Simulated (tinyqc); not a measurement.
What moves the results: short-period [001] superlattice in sp3s* tight binding. A value that a table varies takes the place of the one given here.

Planes alternate anion, cation along [001], a/4 apart; at zero in-plane momentum s, pz, s* form one block. All levels of A are shifted so that its Ev (lower root of [[Epa, Vxx], [Vxx, Epc]]) is 0, and those of B so that its Ev is -dEv. A monolayer is an anion plane and the cation plane above it; an anion between unlike cations takes the mean of the two anion levels; each bond takes the couplings of its cation. Block from an anion to the cation above: U with Vss/2 (s,s), Vsapc/2 (s,z), -Vscpa/2 (z,s), Vxx/2 (z,z), Vxapc/2 (s*,z), -Vpaxc/2 (z,s*); to the cation below: the same with the s-z and s*-z signs reversed. The cell of n + m monolayers is closed with the phase exp(2 pi i q). No spin-orbit coupling. In this block 2 (n + m) levels are filled.

For the two lowest empty levels at q = 0: energy, share of the cation weight on A, and Gamma character, the share of the cation amplitudes with Fourier index |j|/(n + m) < 1/4 along the stack (near 1: Gamma-like, near 0: folded from X).

Parameters, chosen for this exercise (A near a published set for GaAs, B for AlAs; shifted at random, so the results belong to these values and not to a real crystal): pA = (-8.318, 1.044, -2.65, 3.671, 8.601, 6.741, -6.462, 1.953, 5.079, 4.471, 5.783, 4.846, 4.794) eV (order Esa, Epa, Esc, Epc, Exa, Exc, Vss, Vxx, Vxy, Vsapc, Vscpa, Vxapc, Vpaxc); pB = (-7.513, 0.984, -1.164, 3.588, 7.493, 6.738, -6.651, 1.882, 4.283, 5.101, 5.506, 4.518, 4.981) eV (the same for B); dEv = 0.45 eV (valence offset: Ev(B) lies this far below Ev(A)); a = 5.649 angstrom (lattice constant, taken common; strain is left out); nw = 9 (monolayers of A); n2 = 13 (monolayers of A); m2 = 7 (monolayers of B).

## Equal layers of growing thickness

n = m.

Lowest empty levels:

| n = m | layer (angstrom) | E1 (eV) | on A | Gamma | E2 (eV) | on A | Gamma |
|---|---|---|---|---|---|---|---|
| 2 | 5.6 | 1.9251 | 0.50 | 0.10 | 1.9849 | 0.67 | 0.84 |
| 3 | 8.5 | 1.9114 | 0.25 | 0.00 | 1.9450 | 0.76 | 0.95 |
| 4 | 11.3 | 1.8762 | 0.34 | 0.26 | 1.9228 | 0.64 | 0.80 |
| 6 | 16.9 | 1.8296 | 0.80 | 0.86 | 1.8626 | 0.15 | 0.18 |
| 8 | 22.6 | 1.7709 | 0.93 | 0.99 | 1.8481 | 0.01 | 0.01 |
| 10 | 28.2 | 1.7257 | 0.96 | 0.99 | 1.8444 | 0.00 | 0.00 |
| 12 | 33.9 | 1.6934 | 0.97 | 1.00 | 1.8415 | 0.01 | 0.00 |
| 14 | 39.5 | 1.6698 | 0.98 | 1.00 | 1.8378 | 0.01 | 0.00 |
| 18 | 50.8 | 1.6388 | 0.99 | 1.00 | 1.8144 | 0.95 | 0.98 |

At zero in-plane momentum (the in-plane X valleys are left out) the lowest level is X-like for n = 2, 3 and 4 and Gamma-like for the others (a Gamma weight between about 0.35 and 0.65 marks an even mixture, at the crossover). Thin layers push the light Gamma electron up past the heavy X electron, whose share on A runs from 0.25 to 0.50, so for n = 3 it lies apart from the holes in A (type II); the crossover lies between n = 4 and 6. The crossover moves with dEv and with the electron mass, which this model makes too heavy, so it comes at thinner layers than in the real system. At n = 18 the lowest level lies 0.071 eV above the lowest bulk edge of the two crystals, with 99 % of its cation weight on A.

## Miniband width against barrier thickness

nw monolayers of A and m of B; lowest empty level at q = 0 and q = 1/2. The decay constant is ln(width(4)/width(6)) over two monolayers, each a/2 thick.

Lowest miniband:

| m | E(q = 0) (eV) | E(q = 1/2) (eV) | width (meV) | Gamma character |
|---|---|---|---|---|
| 1 | 1.6384 | 1.8531 | 214.631 | 0.98 |
| 2 | 1.6842 | 1.8130 | 128.803 | 0.99 |
| 3 | 1.7102 | 1.7863 | 76.151 | 0.99 |
| 4 | 1.7251 | 1.7716 | 46.417 | 0.99 |
| 5 | 1.7347 | 1.7617 | 26.974 | 0.99 |
| 6 | 1.7400 | 1.7564 | 16.493 | 0.99 |
| 8 | 1.7453 | 1.7511 | 5.783 | 0.99 |

decay constant = 0.1832 1/angstrom

The width falls from 214.6 to 5.78 meV, as exp(-kappa d) with kappa = 0.183 1/angstrom, which stands for the decay constant of the barrier at this energy: each monolayer costs a factor 1.68. The level at q = 0 rises by 107 meV towards that of a single well.

## What each change does

A cell with n = n2 and m = m2. Each row changes one parameter from the base and keeps the others.

Results:

| case | E1 (eV) | A share 1 | Gamma 1 | E2 (eV) | A share 2 | Gamma 2 |
|---|---|---|---|---|---|---|
| base | 1.6782 | 0.97 | 1.00 | 1.8507 | 0.02 | 0.01 |
| n2 = 15 | 1.6585 | 0.98 | 1.00 | 1.8500 | 0.06 | 0.04 |
| m2 = 9 | 1.6799 | 0.97 | 1.00 | 1.8454 | 0.01 | 0.00 |
| dEv = 0.55 eV | 1.6740 | 0.97 | 1.00 | 1.7523 | 0.01 | 0.00 |

The largest shifts from the base row, up to three for each result and ties (the steps differ in size, so this ranks the rows, not the parameters). E1 (eV): n2 -0.0198, dEv -0.0042, m2 +0.0016. A share 1: n2 +0.01; unchanged at the printed digits by m2 and dEv. Gamma 1: unchanged at the printed digits by n2, m2 and dEv. E2 (eV): dEv -0.0983, m2 -0.0053, n2 -0.0007. A share 2: n2 +0.04, m2 -0.02, dEv -0.01. Gamma 2: n2 +0.03, dEv -0.01, m2 -0.00.

Program tinyqc; command `OMP_NUM_THREADS=1 python tinyqc.py 1452686 1452687 out.jsonl`; about 0.3 s on one thread of a shared Intel(R) Xeon(R) Processor @ 2.30GHz.
